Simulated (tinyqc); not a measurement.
Resistance of a tapered via with liner, size effect and interface: two steps of the calculation.

A round via whose diameter grows from db at the bottom as D(z) = db + 2 z/tan(ang). The fill, of diameter D - 2 tl, starts above the bottom liner (thickness fb tl) and has rho = rho0 (1 + ks lam/(D - 2 tl)); the sidewall liner conducts in parallel with it. The bottom liner and the interface are crossed over the full area pi db^2/4. Spreading in the lines above and below is left out.

Parameters, values chosen for the exercise; fill metal close to cobalt: diameter at the bottom db = 26 nm; height hv = 100 nm; sidewall angle ang = 85 degrees; bulk resistivity of the fill rho0 = 6.02 uohm cm; mean free path of the fill lam = 11.8 nm; size-effect factor ks = 1.2; liner on the sidewall tl = 1 nm; liner at the bottom over that on the sidewall fb = 1; resistivity of the liner rl = 220 uohm cm; interface resistivity at the bottom ri = 4.3e-12 ohm cm^2; ballistic conductance per area, about 3/(4 rho0 lam) Sb = 1e15 S/m^2.

Question 1. Slices of the via. Slices between z0 = fb tl and hv, evaluated at their midpoints: conductance per length pi/4 [(D - 2 tl)^2/rho + (D^2 - (D - 2 tl)^2)/rl], slice resistance = slice height over that. 10 slices.

Find: z; D; rho; slice resistance.

Answer 1.

| slice | z (nm) | D (nm) | rho (uohm cm) | slice resistance (ohm) |
|---|---|---|---|---|
| 0 | 5.9500 | 27.041 | 9.4241 | 1.8810 |
| 1 | 15.850 | 28.773 | 9.2039 | 1.6081 |
| 2 | 25.750 | 30.506 | 9.0104 | 1.3895 |
| 3 | 35.650 | 32.238 | 8.8391 | 1.2119 |
| 4 | 45.550 | 33.970 | 8.6863 | 1.0658 |
| 5 | 55.450 | 35.702 | 8.5493 | 0.94426 |
| 6 | 65.350 | 37.435 | 8.4256 | 0.84210 |
| 7 | 75.250 | 39.167 | 8.3135 | 0.75545 |
| 8 | 85.150 | 40.899 | 8.2114 | 0.68135 |
| 9 | 95.050 | 42.632 | 8.1180 | 0.61752 |

Question 2. Total resistance. R_fill = sum of the slices; R_bottom = rl fb tl/(pi db^2/4); R_interface = ri/(pi db^2/4); ballistic (Sharvin) limit 1/(Sb pi (db - 2 tl)^2/4); ideal cylinder rho0 hv/(pi db^2/4).

| slice | slice resistance (ohm) |
|---|---|
| 0 | 1.8810475 |
| 1 | 1.6080613 |
| 2 | 1.3894755 |
| 3 | 1.2119088 |
| 4 | 1.0658194 |
| 5 | 0.94426405 |
| 6 | 0.84209794 |
| 7 | 0.75544703 |
| 8 | 0.68135136 |
| 9 | 0.61751951 |

Find: parts; R; shares; ballistic limit; ideal cylinder.

Answer 2.

parts (ohm): fill 10.997, bottom liner 4.1437, interface 0.80990
R = 15.951 ohm
shares (%): fill 68.944, bottom liner 25.978, interface 5.078
ballistic limit = 2.2105 ohm
ideal cylinder = 11.339 ohm

The fill is the largest part, and R is 1.41 times the ideal cylinder. With 2000 slices R = 15.963 ohm.

Numbers from tinyqc (`OMP_NUM_THREADS=1 python tinyqc.py 2750074 2750075 out.jsonl`; about 0.01 s on one thread of a shared Intel Xeon 2.30GHz).
